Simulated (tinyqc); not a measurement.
# Scattering mobility, thermal velocity and mass from two apparent mobilities

Inverse problem. 1/mu_app = 1/mu_0 + 1/mu_B with the ballistic mobility mu_B = vT L/(2 Vt) and vT = sqrt(2 kB T/(pi m)) (non-degenerate carriers); the mean free path is 2 Vt mu_0/vT. Find mu_0, vT, m and the mean free path.

Values chosen for this exercise: temperature T = 273 K.

Constants: q = 1.602176634e-19 C, kB = 1.380649e-23 J/K, m0 = 9.1093837015e-31 kg, Vt = kB T/q. Results are converted to the units shown.

apparent mobility at L = 40 and 100 nm (cm^2/(V s)): 666.05828  1175.7125

Solution. 1/mu_app is linear in 1/L: the slope is 2 Vt/vT and the intercept 1/mu_0.

mu_0 = 2400 cm^2/(V s)
vT = 1.084e7 cm/s
m = 0.2240 m0
mean free path = 104.1 nm

Program tinyqc, `OMP_NUM_THREADS=1 python tinyqc.py 2380063 2380064 out.jsonl`; Intel Xeon 2.30GHz, shared host, one thread, about 0.01 s.
